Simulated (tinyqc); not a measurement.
# A finite superlattice with mass mismatch, transfer matrices, step by step

tinyqc, about 0.02 s, one thread, Intel Xeon 2.30GHz (shared host): `OMP_NUM_THREADS=1 python tinyqc.py 2560127 2560128 out.jsonl` Printed values are rounded.

One electron of energy E comes from the left lead (band edge 0); no transverse momentum. Parabolic bands, masses in units of m0, C = hbar^2/(2 m0); psi and psi'/m are continuous at every interface. N periods of a barrier d1 followed by a well Lw; the right lead equals the left one.

Parameters, values chosen for the exercise; masses and offsets of a made-up heterostructure:

| symbol | value | unit | meaning |
|---|---|---|---|
| mL | 0.032 | m0 | mass in the left lead |
| U1 | 0.19 | eV | barrier height |
| m1 | 0.11 | m0 | barrier mass |
| d1 | 2.3 | nm | barrier width |
| Lw | 9.4 | nm | well width (edge 0, mass mL) |
| N | 6 |  | number of periods |
| E | 0.075 | eV | electron energy |

Constants: q = 1.602176634e-19 C, hbar = 1.054571817e-34 J s, m0 = 9.1093837015e-31 kg, hbar^2/(2 m0) = 0.0380998212 eV nm^2. Results are converted to the units shown.

## Wave numbers

k = sqrt(m (E - U)/C) where E > U, K = sqrt(m (U - E)/C) where E < U; v = k/m in the leads.

Layers:

|  | U (eV) | m (m0) | d (nm) | k or K (1/nm) | which |
|---|---|---|---|---|---|
| 1 | 0.19 | 0.11 | 2.3 | 0.576214 | K |
| 2 | 0 | 0.032 | 9.4 | 0.250983 | k |

vL = 7.84322 1/nm
vR = 7.84322 1/nm

## Matrices of the layers

For the pair (psi, psi'/m) a flat layer has M = [[cos kd, (m/k) sin kd], [-(k/m) sin kd, cos kd]] with k = sqrt(m (E - U)/C) above its edge U, and M = [[cosh Kd, (m/K) sinh Kd], [(K/m) sinh Kd, cosh Kd]] with K = sqrt(m (U - E)/C) below it. M12 is in nm, M21 in 1/nm.

M of layer 1:

|  | 1 | 2 |
|---|---|---|
| 1 | 2.01451 | 0.333844 |
| 2 | 9.16065 | 2.01451 |

M of layer 2:

|  | 1 | 2 |
|---|---|---|
| 1 | -0.709257 | 0.0898803 |
| 2 | -5.52908 | -0.709257 |

## Product of the matrices

The matrix of the later layer stands to the left: M = M_n ... M_2 M_1; det M = 1.

M of one period:

|  | 1 | 2 |
|---|---|---|
| 1 | -0.605439 | -0.0557170 |
| 2 | -17.6356 | -3.27465 |

## N periods by the Chebyshev identity

x = (M11 + M22)/2 of one period. For |x| < 1 the energy lies in a miniband and cos(th) = x; for |x| > 1 it lies in a gap and cosh(g) = |x|. M^N = U_(N-1)(x) M - U_(N-2)(x) 1, with U_n = sin((n + 1) th)/sin th in a band and sign(x)^n sinh((n + 1) g)/sinh g in a gap.

x = -1.94005
g = 1.28163
U_(N-1) = -657.427
U_(N-2) = 182.491

M^N:

|  | 1 | 2 |
|---|---|---|
| 1 | 215.541 | 36.6299 |
| 2 | 11594.1 | 1970.35 |

The energy lies in a gap: for large N each further period divides T(E) by exp(2 g) = 13.0.

## Transmission and reflection

The matrix M carries (psi, psi'/m) across the stack, and v = k/m in each lead. psi = 1 + r at the left edge (incident amplitude 1) and t at the right edge. With det M = 1, a = i vR M11 - M21 and b = -vL vR M12 - i vL M22: t = 2 i vL/(a - b), r = -(a + b)/(a - b), T(E) = (vR/vL) |t|^2, R(E) = |r|^2.

t = (7.05529-3.84393i) x 1e-4
r = 0.279706-0.960085i
T(E) = 6.45529e-7
R(E) = 0.999999

T(E) + R(E) = 1: the current is conserved.
